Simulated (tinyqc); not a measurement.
Inside a calculation. Method: tight binding, honeycomb lattice. One step of it, computed by the program tinyqc.

Question. Bloch Hamiltonian at K. H_AB = -t1 (1 + exp(-i k.a1) + exp(-i k.a2)); H_AA = delta - 2 t2 sum cos(k.b + phi), H_BB = -delta - 2 t2 sum cos(k.b - phi), b = a1, a2 - a1, -a2.

Parameters chosen for this model:
```
parameter     value                        unit
t1         1.670000                 eV, nearest
t2         0.250000       eV, second neighbours
phi               0  rad, phase of t2 (Haldane)
delta             0          eV, +/- on A and B
```

k point K (fractions of the reciprocal vectors): [0.333333, 0.666667]

Give: H(k) at K.

Answer.

H(k) at K (eV), order A, B:
```
[[0.750, 0.000],
 [0.000, 0.750]]
```
